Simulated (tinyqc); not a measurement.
Surface Green function of a two-leg ladder, Sancho-Rubio decimation: effect of the broadening.

A semi-infinite lead of cells 0, 1, 2, ... with H0 inside a cell and H1 = <cell i|H|cell i + 1>. One rung (site 1 on leg a, site 2 on leg b) is a cell; all hoppings enter with a minus sign. z = E + i eta.

Start with e_s = e = H0, a = H1, b = H1^dagger. Each round: g = (z - e)^(-1); e_s <- e_s + a g b; e <- e + a g b + b g a; a <- a g a; b <- b g b (all with the old a, b). Round k joins cells 2^k apart. Stop when the largest entry of the matrices a and b is below 1e-12 eV; g_s = (z - e_s)^(-1), bulk (z - e)^(-1), density of states -Im Tr/pi. The last column counts the steps of the plain recursion g <- (z - H0 - H1 g H1^dagger)^(-1), one cell a step from g = (z - H0)^(-1), until no entry changes by more than 1e-8 1/eV.

Values chosen for this exercise:
- E = -7.61 eV (energy)

H0 (eV):
```
,1,2
1,0,-1.22
2,-1.22,-1.59
```

H1 (eV):
```
,1,2
1,-2.5,-0.77
2,0,-3.15
```

Effect of the broadening:
```
eta (eV),rounds,surface density of states (1/eV),plain steps
0.8,8,0.053798,43
0.2,10,0.056279,167
0.1,11,0.057007,333
0.05,12,0.057410,667
0.03,12,0.057579,1113
0.01,14,0.057752,3340
```

The rounds go from 8 to 14 and the plain steps from 43 to 3340. Inside a band the plain recursion needs a number of steps that grows as 1/eta, the decimation only as log2(1/eta). The density of states tends to 0.05784 1/eV as eta goes to zero; the first row is 7.0 % below that and the last 0.15 % below it.

Computed by the program tinyqc: `OMP_NUM_THREADS=1 python tinyqc.py 2680113 2680114 out.jsonl`, one thread of a shared Intel Xeon 2.30GHz, about 0.09 s for the whole run.
